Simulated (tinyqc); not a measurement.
Effective-mass impurity with a central-cell term, in a basis of Slater functions. Changing the central-cell strength A. Computed by tinyqc, a small Python program. Command: `OMP_NUM_THREADS=1 python tinyqc.py 3024721 3024722 out.jsonl centralcell sweep`. One thread of a shared host (Intel(R) Xeon(R) Processor @ 2.30GHz), about 0.03 s of CPU time with the checks.

The envelope obeys H = -nabla^2 - (2/r) [Z + A exp(-kappa r)] in effective units, with kappa = a*/lambda; positive A deepens the well near the core.

Inputs (values chosen for the exercise, with screening close to that of InAs): effective mass m = 0.276 m_0; dielectric constant eps = 15.5; charge Z of the core = 1; central-cell range lambda = 1.9 angstrom.

Impurity: acceptor, one isotropic band.

Constants: Ry = 13.605693123 eV; a_0 = 0.529177210903 angstrom.

Method:
- Units: Ry* = Ry m/eps^2 and a* = a_0 eps/m, with m in m_0.
- kappa = a*/lambda; the hydrogenic ground state is bound by Z^2 Ry*.
- For s functions exp(-zeta r), with s = zeta_i + zeta_j: S = 2/s^3, T = zeta_i zeta_j S, V = -2 Z/s^2, W = -2 A/(s + kappa)^2; each function is normalised by dividing by sqrt(S_ii S_jj).
- Large basis: zeta_i = 0.06 x 1.6^(i-1), i = 1..22, same formulas; for p functions r exp(-zeta r): S = 24/s^5, T = zeta_i zeta_j S (centrifugal term included), V = -12 Z/s^4, W = -12 A/(s + kappa)^4; overlap eigenvalues below 1e-11 are dropped.
- Binding energies are -E Ry*; the effective quantum number is nu = Z/sqrt(-E); |psi(0)|^2 is given relative to the hydrogenic Z^3/(pi a*^3).

One run for each value; columns: (1) central-cell strength A; (2) 1s binding energy (meV); (3) 2s binding energy (meV); (4) 2p binding energy (meV); (5) effective quantum number of 1s; (6) relative |psi(0)|^2:
```
(1)      (2)    (3)    (4)    (5)    (6)
-4.80  14.31  3.737  3.907  1.045   0.26
-3.20  14.65  3.782  3.907  1.033   0.39
-1.70  15.04  3.833  3.907  1.019   0.60
-0.12  15.58  3.902  3.907  1.002   0.96
1.40   16.28  3.987  3.908  0.980   1.60
3.00   17.33  4.109  3.908  0.950   2.89
4.60   18.94  4.286  3.908  0.908   5.71
6.10   21.48  4.535  3.908  0.853  11.90
7.70   26.57  4.959  3.908  0.767  29.43
```

Describe and explain the trends.

Over the rows, 1s binding energy (meV) rises from 14.3 to 26.6; 2s binding energy (meV) rises from 3.74 to 4.96; 2p binding energy (meV) rises from 3.9070 to 3.9083. The central cell acts through the density at the core, which is largest for 1s, smaller for 2s (an eighth for hydrogenic states) and zero for 2p.

Caution (rows 4.60, 6.10, 7.70): the density at the core is many times hydrogenic, so the result hangs on the model potential inside one cell, where the envelope picture is weak.

Extremes, crossings and ranges named in words are read from the listed rows.
